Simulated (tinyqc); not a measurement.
# Two-junction solar cell, detailed-balance limit: what changes with what

The top cell takes all photons above E1, the bottom cell those between E2 and E1. Each cell follows J = Jsc - J0 (exp(V/Vt) - 1) with J0 = q ge Phi(gap, T)/ERE; light emitted by one cell and absorbed by the other is left out. In series both carry one current; wired apart (four terminals) each works at its own maximum power point. Efficiencies are counted against Pin = fs X sigma Ts^4.

Values chosen for this exercise: cell temperature T = 300 K; temperature of the black-body sun Ts = 7000 K; share of the hemisphere filled by the sun fs = 2.16e-5; concentration X = 1; external radiative efficiency ERE = 0.3; number of faces that emit ge = 1; gap of the bottom cell E2 = 0.94 eV; gap of the top cell E1 = 2.04 eV.

Constants: q = 1.602176634e-19 C, kB = 1.380649e-23 J/K, h = 6.62607015e-34 J s, c = 299792458 m/s, Vt = kB T/q. Results are converted to the units shown.

Each table varies one quantity; the others keep the values above.

## Effect of the gap of the bottom cell

Photon flux above E from a black body at temperature T into a hemisphere: Phi(E, T) = A sum_k exp(-k E/th)[E^2 th/k + 2 E th^2/k^2 + 2 th^3/k^3], k = 1, 2, ..., with th = kB T/q in eV and A = 2 pi q^3/(h^3 c^2). J1 = q fs X Phi(E1, Ts), J2 = q fs X [Phi(E2, Ts) - Phi(E1, Ts)], J01 and J02 as above; sigma = 2 pi^5 kB^4/(15 h^3 c^2). In series V(J) = Vt [ln((J1 - J)/J01 + 1) + ln((J2 - J)/J02 + 1)], and J V(J) is largest where V = J Vt [1/(J1 - J + J01) + 1/(J2 - J + J02)]. Apart, each cell has (1 + v) exp(v) = 1 + Jsc/J0 at its maximum power point, v = Vmp/Vt.

The same in every row: J1 (mA/cm^2) = 52.215.

Effect of the gap of the bottom cell:

| E2 (eV) | J2 (mA/cm^2) | series efficiency (%) | four-terminal efficiency (%) |
|---|---|---|---|
| 0.5 | 108.87 | 33.296 | 36.178 |
| 0.69 | 95.240 | 36.224 | 40.311 |
| 0.88 | 80.306 | 39.153 | 42.949 |
| 1.07 | 65.023 | 41.970 | 43.916 |
| 1.27 | 49.324 | 42.214 | 43.193 |
| 1.46 | 35.274 | 32.756 | 41.052 |
| 1.65 | 22.367 | 22.175 | 37.748 |
| 1.84 | 10.759 | 11.298 | 33.555 |

What does the table show?

As E2 goes from 0.5 to 1.84 eV, the series efficiency goes from 33.3 through a maximum of 42.2 (at E2 = 1.27 eV among the rows listed) to 11.3 %, and the four-terminal one goes from 36.2 through a maximum of 43.9 (at E2 = 1.07 eV among the rows listed) to 33.6 %. Among the rows the two lie closest, 0.98 points apart, at E2 = 1.27 eV, where J1/J2 = 1.06; the spread over the rows is 30.9 points in series and 10.4 apart. Current matching makes the series cell the more sensitive one. For E2 = 1.46 to 1.84 eV the top cell has surplus current and is radiative, so luminescent coupling, left out here, would help the series cell.

## Effect of the external radiative efficiency

Same model as above.

The same in every row: J1 (mA/cm^2) = 52.21; J2 (mA/cm^2) = 75.48.

Effect of the external radiative efficiency:

| ERE | series efficiency (%) | four-terminal efficiency (%) |
|---|---|---|
| 1e-5 | 30.72 | 32.30 |
| 0.0001 | 32.81 | 34.77 |
| 0.001 | 34.89 | 37.25 |
| 0.01 | 36.98 | 39.74 |
| 0.1 | 39.07 | 42.24 |
| 1 | 41.16 | 44.75 |

As ERE goes from 1e-5 to 1, the series efficiency rises from 30.7 to 41.2 %, and the four-terminal one rises from 32.3 to 44.7 %. Among the rows the two lie closest, 1.6 points apart, at ERE = 1e-5, where J1/J2 = 0.692; the spread over the rows is 10.4 points in series and 12.4 apart.

## Effect of the gap of the top cell

Same model as above.

Effect of the gap of the top cell:

| E1 (eV) | J1 (mA/cm^2) | J2 (mA/cm^2) | series efficiency (%) | four-terminal efficiency (%) |
|---|---|---|---|---|
| 1.42 | 90.36 | 37.34 | 21.26 | 38.82 |
| 1.53 | 82.59 | 45.10 | 27.23 | 40.50 |
| 1.65 | 74.58 | 53.11 | 33.96 | 41.86 |
| 1.76 | 67.70 | 60.00 | 40.08 | 42.71 |
| 1.87 | 61.26 | 66.43 | 42.95 | 43.21 |
| 1.98 | 55.29 | 72.41 | 41.22 | 43.43 |
| 2.09 | 49.76 | 77.94 | 39.05 | 43.39 |
| 2.21 | 44.23 | 83.47 | 36.54 | 43.12 |
| 2.32 | 39.60 | 88.09 | 34.18 | 42.69 |

What does the comparison show?

As E1 goes from 1.42 to 2.32 eV, the series efficiency goes from 21.3 through a maximum of 42.9 (at E1 = 1.87 eV among the rows listed) to 34.2 %, and the four-terminal one goes from 38.8 through a maximum of 43.4 (at E1 = 1.98 eV among the rows listed) to 42.7 %. Among the rows the two lie closest, 0.27 points apart, at E1 = 1.87 eV, where J1/J2 = 0.922; the spread over the rows is 21.7 points in series and 4.61 apart. Current matching makes the series cell the more sensitive one. For E1 = 1.42 to 1.65 eV the top cell has surplus current and is radiative, so luminescent coupling, left out here, would help the series cell.

Program tinyqc, `OMP_NUM_THREADS=1 python tinyqc.py 2820040 2820041 out.jsonl`; Intel Xeon 2.30GHz, shared host, one thread, about 0.01 s.
